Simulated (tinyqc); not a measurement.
Deep-level transient spectroscopy: the DLTS spectrum.

Schottky contact on an n-type layer with shallow donors Nd (all ionised) and a donor-like deep trap, neutral when filled and positive when empty; depletion approximation. Traps within lam of the depletion edge stay filled. A long pulse to Vp fills the traps beyond x1 = Wp - lam; back at Vr those between x1 and x2 = Wr - lam emit. A rate window reads S = C(t2) - C(t1).

Emission rate en = sn vth(T) Nc(T) exp(-Et/kB T) = sn g T^2 exp(-Et/kB T), g = vth Nc/(300 K)^2, as vth goes as T^0.5 and Nc as T^1.5 (degeneracy factor 1). lam = sqrt(2 eps0 eps_r (EF - ET)/(q Nd)), EF - ET = Et - (kB T/q) ln(Nc(T)/Nd), Nc(T) = Nc (T/300 K)^1.5. In the steady state at the band bending V, 2 eps0 eps_r V/q = Nd W^2 + Nt (W - lam)^2 (the second term only if W > lam). W(t)^2 = Wr^2 + (Nt/Nd)(x2^2 - x1^2) exp(-en t), C = eps0 eps_r/W; for small Nt, dC/C = -(Nt/2 Nd) G exp(-en t) with G = (x2^2 - x1^2)/Wr^2. For an exponential transient S peaks where en = ew = ln(t2/t1)/(t2 - t1).

Parameters, values chosen for the exercise; material values close to those of germanium:
- eps_r = 16.2 (relative permittivity)
- Nc = 1.04e19 cm^-3 (conduction-band density of states at 300 K)
- vth = 3.3e7 cm/s (thermal velocity at 300 K)
- Nd = 4.5e15 cm^-3 (shallow donor density)
- Vbi = 0.47 V (built-in voltage)
- Et = 0.25 eV (depth of the trap below the conduction edge)
- sn = 2.3e-15 cm^2 (capture cross-section)
- Nt = 3.7e14 cm^-3 (trap density)
- Vr = 9.7 V (reverse bias)
- Vp = 0 V (reverse bias during the filling pulse)
- t1 = 0.5 ms (first sampling time)
- t2 = 1.25 ms (second sampling time)

Constants: q = 1.602176634e-19 C, kB = 1.380649e-23 J/K, eps0 = 8.8541878128e-14 F/cm where lengths are in cm. Results are converted to the units shown.

The DLTS spectrum:
```
T (K)	en (1/s)	S (pF/cm^2)
129	24.96	3.748
134	62.33	9.108
139	146.1	20.02
144	323.7	38.55
149	681.4	61.04
154	1370	71.05
159	2640	51.58
164	4899	19.10
169	8780	2.829
174	1.524e4	0.1123
179	2.570e4	6.041e-4
184	4.218e4	1.597e-7
```

S goes from 3.75 through a maximum of 71.1 (at T = 154 K among the rows listed) to 1.60e-7 pF/cm^2; en equals ew = 1220 1/s at 153.2 K. Colder, the trap has hardly emitted by t2; warmer, it is empty before t1. Rows above half of the largest S span 144 to 159 K.

tinyqc, about 0.01 s, one thread, Intel Xeon 2.30GHz (shared host): `OMP_NUM_THREADS=1 python tinyqc.py 2050143 2050144 out.jsonl`
